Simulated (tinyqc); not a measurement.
What each parameter does: quaternary alloy A(x)B(1-x)C(y)D(1-y) matched to a substrate.

Q(x,y) = x y Q_AC + x (1 - y) Q_AD + (1 - x) y Q_BC + (1 - x)(1 - y) Q_BD for the lattice constant. Gap, rule 1: Q(x,y) - x (1 - x)[y C_ABC + (1 - y) C_ABD] - y (1 - y)[x C_ACD + (1 - x) C_BCD]. Rule 2 (mean of ternaries): {x (1 - x)[y T_ABC(x) + (1 - y) T_ABD(x)] + y (1 - y)[x T_ACD(y) + (1 - x) T_BCD(y)]}/{x (1 - x) + y (1 - y)}, T_ABC(x) = x E_AC + (1 - x) E_BC - C_ABC x (1 - x), T_ACD(y) = y E_AC + (1 - y) E_AD - C_ACD y (1 - y), and alike. Only the Gamma valley is followed.

Matching a(x,y) = a_s gives x = (a_s - y a_BC - (1 - y) a_BD)/(y (a_AC - a_BC) + (1 - y)(a_AD - a_BD)).

Inputs chosen for the exercise (AC, AD, BC, BD near GaAs, GaP, InAs and InP; substrate near GaAs; the results hold for these values, not for the real material): a = (5.658, 5.446, 6.06, 5.866) angstrom (lattice constants of AC, AD, BC, BD); Eg = (1.533, 2.849, 0.411, 1.428) eV (gaps at Gamma of AC, AD, BC, BD); Cb = (0.432, 0.581, 0.171, 0.087) eV (bowing of ABC, ABD, ACD, BCD); a_s = 5.658 angstrom (substrate); y = 0.79 (fraction of C).

x is matched anew each time.

Results for these values:

| case | x | rule 1 (eV) | rule 2 (eV) |
|---|---|---|---|
| base | 0.8903 | 1.6073 | 1.6457 |

What happens to each result for Eg = (1.583, 2.849, 0.411, 1.428) eV, all else kept?

Answer: x does not change at the printed digits; rule 1 rises from 1.6073 to 1.6424; rule 2 rises from 1.6457 to 1.6809.

The same for each parameter in turn:

| case | x | rule 1 (eV) | rule 2 (eV) |
|---|---|---|---|
| base | 0.8903 | 1.6073 | 1.6457 |
| y = 0.78 | 0.8851 | 1.6111 | 1.6511 |
| a_s = 5.662 angstrom | 0.8804 | 1.5922 | 1.6324 |
| Cb = (0.518, 0.697, 0.205, 0.104) eV | 0.8903 | 1.5929 | 1.6390 |
| Eg = (1.583, 2.849, 0.411, 1.428) eV | 0.8903 | 1.6424 | 1.6809 |
| a = (5.668, 5.446, 6.06, 5.866) angstrom | 0.9080 | 1.6345 | 1.6693 |

Computed by tinyqc, a small Python program: `OMP_NUM_THREADS=1 python tinyqc.py 1081102 1081103 out.jsonl` (the numbers bound the seed that draws the inputs); one thread of a shared host (Intel(R) Xeon(R) Processor @ 2.30GHz), about 0.01 s for the whole set of steps.
